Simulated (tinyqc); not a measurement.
Comparisons within one model: heavy doping: gap narrowing, degeneracy and the minority density. A value that a table varies takes the place of the one given here.

F_j(eta) = (1/Gamma(j + 1)) integral_0^infinity x^j dx/(1 + exp(x - eta)), which tends to exp(eta) for eta << 0.

Empirical narrowing (Slotboom form, constants chosen for the exercise; published fits of this form give the apparent narrowing, here it is taken as the true one): dEg = E0 [ln(N/N0) + sqrt(ln(N/N0)^2 + C)].

Majority: N = Nc F_1/2(eta), eta the distance of EF beyond the majority band edge in kT. Degeneracy factor gam = F_1/2(eta)/exp(eta). ni0^2 = Nc Nv exp(-Eg/kT); product n p = ni0^2 gam exp(dEg/kT), dEg the true narrowing; apparent narrowing dEa = dEg + kT ln gam; minority density = n p/N.

Bipolar transistor with N as emitter doping: beta = K (N/NB) exp((dEa_B + dG - dEa_E)/kT), dEa_E = dEg(N) + kT ln gam, dEa_B = dEg(NB). For the sweep in T, Nc is scaled as (T/T0)^(3/2) from its value at T0 = T.

Constants: kB = 8.617333262e-05 eV/K.

Values chosen for the exercise (gap and densities of states near those of Si at this temperature; narrowing constants near the fits for Si; the results hold for these values, not for the real material): Eg = 1.139 eV (gap); Nc = 2.07e+19 1/cm^3 (conduction-band density of states); Nv = 8.69e+18 1/cm^3 (valence-band density of states); T = 250 K; E0 = 7.3 meV (narrowing scale); N0 = 8.3e+16 1/cm^3 (onset density); C = 0.5 (smoothing constant); N = 1.7e+18 1/cm^3 (ionised donors, equal to the majority density); NB = 5e+17 1/cm^3 (base doping); K = 4.9 (ratio (D_B W_E)/(D_E W_B)); dG = 120 meV (extra narrowing of the base by alloying).

## Narrowing against degeneracy

N takes the values listed; the last column is N over the factor gam exp(dEg/kT), the doping that a simple model would need to give the same minority density.

Results:
```
N (1/cm^3),eta,gam,dEg (meV),dEa (meV),minority (1/cm^3),effective doping (1/cm^3)
6.0e+16,-5.84,0.999,3.3,3.3,0.0382,5.15e+16
2.0e+17,-4.64,0.997,14.7,14.6,0.0194,1.02e+17
6.0e+17,-3.53,0.990,29.8,29.6,0.0129,1.52e+17
2.0e+18,-2.30,0.966,47.0,46.3,0.00843,2.33e+17
6.0e+18,-1.14,0.903,62.9,60.7,0.00549,3.58e+17
2.0e+19,0.30,0.714,80.4,73.1,0.00293,6.71e+17
6.0e+19,2.05,0.373,96.4,75.1,0.00107,1.83e+18
2.0e+20,5.32,0.0470,113.9,48.1,9.16e-05,2.15e+19
4.0e+20,8.61,0.00352,124.0,2.4,5.48e-06,3.59e+20
```

dEg grows steadily to 124.0 meV, while the apparent value peaks at 75.1 meV for N = 6e+19 and falls to 2.4 meV as the Fermi level enters the band. N grows by a factor 33 from the third to the sixth row and the effective doping by 4.4: net of degeneracy, narrowing takes away 87 % of the factor gained by heavier doping.

## Current gain against temperature

Gain:
```
T (K),beta,beta with dG = 0,without narrowing
150,4.93e+04,4.58,16.7
200,6.65e+03,6.29,16.7
250,2.00e+03,7.62,16.7
300,898,8.66,16.7
350,508,9.50,16.7
400,331,10.2,16.7
450,237,10.7,16.7
```

dEa_B + dG - dEa_E at T0 = 103.1 meV

beta is 4.93e+04 at 150 K and 237 at 450 K, since the net exponent is positive: the gap is narrower in the base. At 300 K narrowing and degeneracy change the gain by a factor 0.52 and alloying the base by 104.

## What moves the minority density and the gain

All results formed anew. Each row changes one parameter from the base and keeps the others.

Results:
```
case,dEg (meV),dEa (meV),minority (1/cm^3),beta
base,44.68,44.06,0.00894,2.00e+03
N = 3.4e+18 1/cm^3,54.69,53.44,0.00691,2.59e+03
E0 = 8.76 meV,53.62,52.99,0.0135,1.70e+03
N0 = 1.66e+17 1/cm^3,34.73,34.11,0.00563,2.03e+03
Eg = 1.159 eV,44.68,44.06,0.00353,2.00e+03
Nc = 2.69e+19 1/cm^3,44.68,44.20,0.0117,1.99e+03
NB = 1e+18 1/cm^3,44.68,44.06,0.00894,1.58e+03
```

The largest shifts from the base row, up to three for each result and ties (the steps differ in size, so this ranks the rows, not the parameters). dEg (meV): N +10.01, N0 -9.95, E0 +8.94; unchanged at the printed digits by Eg, Nc and NB. dEa (meV): N0 -9.95, N +9.39, E0 +8.94; unchanged at the printed digits by Eg and NB. minority (1/cm^3): Eg -0.00541, E0 +0.00460, N0 -0.00331; unchanged at the printed digits by NB. beta: N +587, NB -420, E0 -300; unchanged at the printed digits by Eg.

tinyqc: `OMP_NUM_THREADS=1 python tinyqc.py 1651782 1651783 out.jsonl`; about 0.01 s, one thread, shared Intel(R) Xeon(R) Processor @ 2.30GHz.
